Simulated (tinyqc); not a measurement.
What the shift does to the intrinsic density: temperature and isotope dependence of a band gap in oscillator models.

E(T) = E0 - sum_i sl_i th_i n_i(T), n = 1/(exp(th/T) - 1). The same coupling lowers the gap at 0 K by the zero-point term ZP = sum_i sl_i th_i/2, so the gap of the static lattice is E0 + ZP. Thermal expansion is taken as part of the slopes.

Constants: kB = 8.617333262e-05 eV/K; hbar^2/2m0 = 3.80998211 eV angstrom^2.

Parameters, chosen for this exercise (near those of Si; the results hold for these values, not for the real material):
```
symbol  value             unit   meaning
E0      1.175             eV     gap at 0 K
th      (128, 595)        K      temperatures of two oscillators
sl      (0.0795, 0.2385)  meV/K  their high-temperature slopes
mm      0.99              m0     geometric mean of the density-of-states masses
```

ni = 2 (mm kT/(4 pi c))^(3/2) exp(-E/2kT), c = hbar^2/2m0, with E(T) and with E0; 1 angstrom^-3 = 1e24 cm^-3. Apparent gap from an Arrhenius plot of ni/T^(3/2): E(T) - T dE/dT, dE/dT = -sum sl_i (th_i/T)^2 n_i (1 + n_i).

Results:
```
T (K)  E(T) (eV)  ni (cm^-3)  ni with E(T) / ni with E0  apparent gap (eV)
200       1.1560    3.66e+04                      1.735             1.1953
250       1.1453    5.37e+07                      1.992             1.2027
300       1.1332    7.49e+09                      2.243             1.2088
350       1.1202    2.68e+11                      2.479             1.2137
400       1.1066    4.07e+12                      2.697             1.2177
500       1.0781    1.96e+14                      3.080             1.2237
700       1.0184    1.90e+16                      3.664             1.2311
```

Using E0 in place of E(T) understates ni by a factor that rises from 1.73 to 3.66, towards exp(sum sl/2kB) = 6.3. The slope of an Arrhenius plot returns neither E(T) nor E0 but the intercept of the tangent, 1.2088 eV at 300 K, which lies 34 meV above E0 and tends to the static gap 1.2510 eV.

Program tinyqc; command `OMP_NUM_THREADS=1 python tinyqc.py 1851219 1851220 out.jsonl`; about 0.01 s on one thread of a shared Intel(R) Xeon(R) Processor @ 2.30GHz.
